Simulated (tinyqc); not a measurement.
Velocity overshoot from momentum and energy balance equations after a field step: one step, computed by the program tinyqc.

At t = 0 the field jumps from 0 to F in a uniform sample. v is the drift velocity and u = w - (3/2) k_B T the excess energy per carrier.

Problem. Constants and steady state. dv/dt = e F/m - v/tau_m(u), du/dt = e F v - u/tau_E, tau_m(u) = tau_0/(1 + c u), tau_0 = m mu_0/e, c = mu_0/(e tau_E v_s^2); this choice gives the steady state v (1 + mu_0 F v/v_s^2) = mu_0 F, which saturates at v_s. Steady velocity v = 2 mu_0 F/(1 + sqrt(1 + 4 (mu_0 F/v_s)^2)); u = e F v tau_E; carrier temperature T + 2u/(3 k_B), neglecting the drift energy m v^2/2.

Inputs (values chosen for the exercise, modelled on electrons in silicon except for tau_E): effective mass m = 0.25 m_0; low-field mobility mu_0 = 1500 cm^2/(V s); saturation velocity v_s = 0.97 1e7 cm/s; energy relaxation time tau_E = 0.44 ps; field after the step F = 13 kV/cm; lattice temperature T = 300 K.

Scheme: explicit Euler.

Constants: m_0 = 9.1093837015e-31 kg; e = 1.602176634e-19 C; k_B = 8.617333262e-05 eV/K.

Give: tau_0; c; acceleration e F/m; steady velocity; steady excess energy; steady carrier temperature.

Solution.

tau_0 = 213.2 fs

c = 36.23 1/eV

acceleration e F/m = 0.009146 1e7 cm/s per fs

steady velocity = 0.7583 1e7 cm/s

steady excess energy = 0.04337 eV

steady carrier temperature = 635.6 K

tau_E/tau_0 = 2.06, and in the steady state tau_m has shrunk to 82.9 fs.
